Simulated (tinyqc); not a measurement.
# AlGaN/GaN HEMT with access regions, lumped model: effect of the gate voltage

A polarisation-induced electron sheet under a Schottky gate, in series with two ungated access regions and contacts. Drift law v = mu E/(1 + mu E/vs) under the gate. Currents in mA/mm, resistances in ohm mm. No self-heating, no channel-length modulation; fits for polarisation, barrier and offset are chosen for the exercise.

sigma = (5e13 x + 1.6e13 x^2) cm^-2, phiB = 0.84 + 1.3 x, dEc = 0.7 (1.71 x + x^2) in volts, Cb = eps0 eps_r/d, VT = phiB - dEc - q sigma/Cb, access density n0 = -Cb VT/q. Access resistance R(L, n) = L/(q mu n sqrt(1 - (I/(q n vs))^2)); Rs = Rc + R(Ls, n0), Rd = Rc + R(Ld, (1 - ft) n0). Vg' = Vg - I Rs, Vd' = Vd - I (Rs + Rd); with u = Vg' - VT, Vc = vs Lg/mu and w the smaller of Vd' and Vc [sqrt(1 + 2 u/Vc) - 1] (0 if negative), the channel gives (mu Cb/Lg)(u w - w^2/2)/(1 + w/Vc). I equals that channel current. Isat is I at Vd = 10 V, gm = dIsat/dVg, Ron the limit of Vd/I at small Vd.

Values chosen for this exercise; values close to those of AlGaN/GaN structures:
```
symbol  value        unit                                               meaning
x        0.19                                    aluminium share of the barrier
d          20          nm                                     barrier thickness
eps_r     9.3                      relative permittivity of barrier and channel
mu       1900  cm^2/(V s)                                      channel mobility
vs      1.3e7        cm/s                                   saturation velocity
Lg        0.5          um                                           gate length
Ls        0.5          um                                  source access length
Ld          8          um                                   drain access length
Rc       0.28      ohm mm                            resistance of each contact
ft       0.12              share of the drain-access electrons removed by traps
```

Constants: q = 1.602176634e-19 C, eps0 = 8.8541878128e-14 F/cm where lengths are in cm. Results are converted to the units shown.

The same in every row: VT (V) = -3.087; n0 (cm^-2) = 7.934e12.

Effect of the gate voltage:
```
Vg (V)  Ron (ohm mm)  Isat (mA/mm)  gm (mS/mm)
-2.7           6.181         53.46       208.3
-2.1           5.179         202.8       276.6
-1.5           4.934         377.9       303.7
-0.9           4.823         564.7       317.5
-0.3           4.761         757.3       323.3
0.3            4.720         951.3       321.9
0.9            4.692          1142       310.1
1.5            4.671          1216       22.43
```

As Vg goes from -2.7 to 1.5 V, Ron falls from 6.18 to 4.67 ohm mm, Isat rises from 53.5 to 1220 mA/mm and gm goes from 208 through a maximum of 323 (at Vg = -0.3 V among the rows listed) to 22.4 mS/mm. The ceiling Cb vs is 535 mS/mm. For Vg = -0.9 to 1.5 V the power passes 5 W/mm, where self-heating, left out here, lowers the current. At Vg = 1.5 V the gated channel is not yet saturated at 10 V, because the access regions take the voltage, and gm drops. For Vg = 0.9 to 1.5 V Vg comes within 0.2 V of phiB or passes it, so at low drain current, as for Ron, the Schottky gate would conduct.

Computed by the program tinyqc: `OMP_NUM_THREADS=1 python tinyqc.py 2570099 2570100 out.jsonl`, one thread of a shared Intel Xeon 2.30GHz, about 0.02 s for the whole run.
